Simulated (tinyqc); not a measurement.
# Thin film between two gates, subbands and threshold shift from confinement: what changes with what

Undoped body with a flat potential across it, hard walls, transport along x. Three valley pairs (g = 2 each) with the longitudinal mass along x, y or z. Non-parabolicity enters the subband edges through E (1 + al E) = gamma, so E = 2 gamma/(1 + sqrt(1 + 4 al gamma)); motion within a subband is taken as parabolic with the band-edge mass. Energies are counted from the bulk band edge.

Inputs (values chosen for the exercise); masses close to those of silicon:
- T = 300 K (temperature)
- ml = 0.917 m0 (longitudinal mass)
- mt = 0.187 m0 (transverse mass)
- al = 0 1/eV (non-parabolicity)
- t = 9.7 nm (film thickness (along z))
- dl = 0.3 nm (widening of the box by penetration into the insulator)
- Cg = 2.9 uF/cm^2 (gate capacitance per area of interface)

Constants: q = 1.602176634e-19 C, kB = 1.380649e-23 J/K, hbar = 1.054571817e-34 J s, m0 = 9.1093837015e-31 kg, Vt = kB T/q, hbar^2/(2 m0) = 0.0380998212 eV nm^2. Results are converted to the units shown.

Each table varies one quantity; the others keep the values above.

## Confinement against the film thickness

gamma = C (pi k/(t + dl))^2/mz, C = hbar^2/(2 m0). Each subband has N_k = g sqrt(mx my) m0 kB T/(pi hbar^2); without degeneracy n = exp(EF/Vt) sum N_k exp(-E_k/Vt). Classical value Nc times t, Nc = sum over valleys of 2 g (m m0 kB T/(2 pi hbar^2))^1.5 with m = (mx my mz)^(1/3). Threshold shift dVT = Vt ln(classical value/sum N_k exp(-E_k/Vt)). With degeneracy n = sum N_k F((EF - E_k)/Vt), F(x) = ln(1 + exp(x)); gate: Vg = EF + q n/(Cg P), P = 2 (both faces), summed over the 60 lowest subbands at most, with Vg counted from the value that would put EF at the bulk band edge of an empty body. The last two columns are for Vg = 0.8 V; sensitivity d(dVT)/dt by central differences between 0.99 and 1.01 times the value.

Results:

| t (nm) | E_1 (meV) | gap to the next edge (meV) | dVT (mV) | sensitivity (mV/nm) | n/P (cm^-2) | share of the lowest subband (%) |
|---|---|---|---|---|---|---|
| 2 | 77.52 | 232.6 | 84.98 | -54.52 | 1.063e13 | 99.44 |
| 2.7 | 45.56 | 136.7 | 60.55 | -21.80 | 1.145e13 | 83.50 |
| 3.6 | 26.96 | 80.88 | 46.71 | -11.93 | 1.240e13 | 56.09 |
| 6.3 | 9.414 | 28.24 | 23.19 | -5.424 | 1.354e13 | 27.13 |
| 8.4 | 5.418 | 16.25 | 15.37 | -2.492 | 1.387e13 | 20.04 |
| 11 | 3.211 | 9.634 | 10.84 | -1.224 | 1.413e13 | 15.12 |
| 15 | 1.752 | 5.255 | 7.475 | -0.5779 | 1.437e13 | 10.91 |
| 20 | 0.9951 | 2.985 | 5.394 | -0.2999 | 1.457e13 | 8.074 |

Estimate the missing row, t = 4.7 nm.

Computed row:

| t (nm) | E_1 (meV) | gap to the next edge (meV) | dVT (mV) | sensitivity (mV/nm) | n/P (cm^-2) | share of the lowest subband (%) |
|---|---|---|---|---|---|---|
| 4.7 | 16.40 | 49.21 | 35.01 | -9.442 | 1.306e13 | 38.60 |

With this row back in the table: As t grows from 2 to 20 nm, E_1 falls from 77.5 to 0.995 meV and dVT falls from 85.0 to 5.39 mV. E_1 goes as t^(-1.77) at the thin end (-2 for a parabolic band without penetration); a thickness error of 0.2 nm moves the threshold by 11 mV in the first row and 0.060 mV in the last. The charge per interface area rises from 1.06e13 to 1.46e13 cm^-2. For t = 2, 2.7 the body is too thin for bulk effective masses to be reliable. In every row the charge in the last two columns would bend the potential across the body noticeably, which is left out.

## Charge and subband filling against gate voltage

Same model as above.

Each subband has N_k = g sqrt(mx my) m0 kB T/(pi hbar^2). Cq = q dn/dEF.

Charge and subband filling against gate voltage:

| Vg (V) | EF - E_1 (eV) | n (cm^-2) | n/P (cm^-2) | share of the lowest subband (%) | Cq/(Cg P) | total C/(Cg P) |
|---|---|---|---|---|---|---|
| -0.15 | -0.1554 | 4.598e10 | 2.299e10 | 21.53 | 0.04909 | 0.04679 |
| -0.02 | -0.06501 | 1.481e12 | 7.405e11 | 21.21 | 1.546 | 0.6073 |
| 0.1 | -0.03386 | 4.697e12 | 2.349e12 | 20.54 | 4.673 | 0.8237 |
| 0.23 | -0.01610 | 8.760e12 | 4.380e12 | 19.80 | 8.232 | 0.8917 |
| 0.35 | -0.004909 | 1.270e13 | 6.350e12 | 19.17 | 11.33 | 0.9189 |
| 0.47 | 0.003829 | 1.673e13 | 8.364e12 | 18.59 | 14.20 | 0.9342 |
| 0.6 | 0.01166 | 2.115e13 | 1.057e13 | 18.02 | 17.05 | 0.9446 |
| 0.72 | 0.01789 | 2.527e13 | 1.263e13 | 17.55 | 19.47 | 0.9511 |
| 0.85 | 0.02389 | 2.976e13 | 1.488e13 | 17.08 | 21.88 | 0.9563 |

EF passes E_1 = 0.00410 eV at Vg = 0.414 V. The share of the lowest subband falls from 21.5 to 17.1 % and the total capacitance rises from 0.0468 to 0.956 of Cg P. In the last row 4.6 % of an added gate voltage goes into raising EF (from the last two rows). For Vg = -0.02, 0.1, 0.23, 0.35, 0.47, 0.6, 0.72, 0.85 the charge would bend the potential across the body noticeably, which is left out.

Program tinyqc, `OMP_NUM_THREADS=1 python tinyqc.py 2350074 2350075 out.jsonl`; Intel Xeon 2.30GHz, shared host, one thread, about 0.08 s.
